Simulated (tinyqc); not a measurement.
# Worked calculation: Schottky diode by thermionic emission with image-force lowering and series resistance

Numbers from tinyqc (`OMP_NUM_THREADS=1 python tinyqc.py 2640117 2640118 out.jsonl`; about 0.01 s on one thread of a shared Intel Xeon 2.30GHz). Printed values are rounded.

Metal on an n-type semiconductor with one parabolic valley; V > 0 is forward bias (metal positive). I = I0 [exp(Vj/(n Vt)) - 1] with Vj = V - I Rs; I0 = S A* T^2 exp(-(phi - dphi)/Vt), the lowering dphi taken at zero bias.

Parameters, values chosen for the exercise; band and dielectric values close to those of gallium arsenide:

| symbol | value | unit | meaning |
|---|---|---|---|
| T | 250 | K | temperature |
| me | 0.0666 | m0 | electron mass |
| eps_r | 13.1 |  | relative permittivity |
| phi | 0.93 | eV | barrier height seen from the metal |
| Nd | 2.9e16 | cm^-3 | donor density |
| S | 0.00031 | cm^2 | area |
| n | 1.11 |  | ideality factor |
| Rs | 3.3 | ohm | series resistance |
| V | 1.42 | V | applied bias |

Constants: q = 1.602176634e-19 C, kB = 1.380649e-23 J/K, h = 6.62607015e-34 J s, m0 = 9.1093837015e-31 kg, Vt = kB T/q, eps0 = 8.8541878128e-14 F/cm where lengths are in cm. Results are converted to the units shown.

Range of the model: At the applied forward bias V the junction voltage comes within 3 Vt of Vbi (or passes it), where the depletion layer is gone and the emission formula overstates the current.

## Saturation current

A* = 4 pi q me m0 kB^2/h^3 (times 1e-4 for A/(cm^2 K^2)); Nc = 2 (2 pi me m0 kB T/h^2)^1.5 (times 1e-6 for cm^-3); xi = Vt ln(Nc/Nd), Vbi = phi - xi; surface field Em = sqrt(2 q Nd (Vbi - V - Vt)/(eps0 eps_r)); dphi = sqrt(q Em/(4 pi eps0 eps_r)). Here V = 0 in Em.

A* = 8.00354 A/(cm^2 K^2)
Nc = 3.28104e17 cm^-3
Vbi = 0.877735 V
Em = 82.8218 kV/cm
dphi = 30.1726 meV
I0 = 1.12409e-16 A

The lowering raises I0 by a factor of 4.06.

## Iteration 1: junction voltage

Vj at the start = 1.42 V

Newton step for g(Vj) = Vj + Rs I0 [exp(Vj/(n Vt)) - 1] - V = 0: Vj(new) = Vj - g/g', g' = 1 + Rs I0 exp(Vj/(n Vt))/(n Vt).

Vj after iteration 1 = 1.39609 V

## Iteration 2: junction voltage

As before.

Vj after iteration 2 = 1.37217 V

## Course of the iteration

Stop when Vj changes by less than 1e-10 V, or after 50 iterations.

Course of the iteration:
```
iteration	Vj (V)	change (V)
1	1.39609	0.0239
2	1.37217	0.0239
3	1.34826	0.0239
4	1.32435	0.0239
5	1.30043	0.0239
6	1.27652	0.0239
7	1.25261	0.0239
8	1.22870	0.0239
9	1.20478	0.0239
...	...	...
22	0.895016	0.0232
23	0.873064	0.0220
24	0.854232	0.0188
25	0.841733	0.0125
26	0.837220	4.51e-3
27	0.836755	4.65e-4
28	0.836751	4.39e-6
29	0.836751	3.88e-10
30	0.836751	< 1e-14
```

Converged in 30 iterations.

## Current and small-signal resistance

converged Vj = 0.836751 V

I = I0 [exp(Vj/(n Vt)) - 1], dV/dI = Rs + n Vt/(I + I0).

I = 176.742 mA
drop over Rs = 0.583249 V
dV/dI = 3.43530 ohm
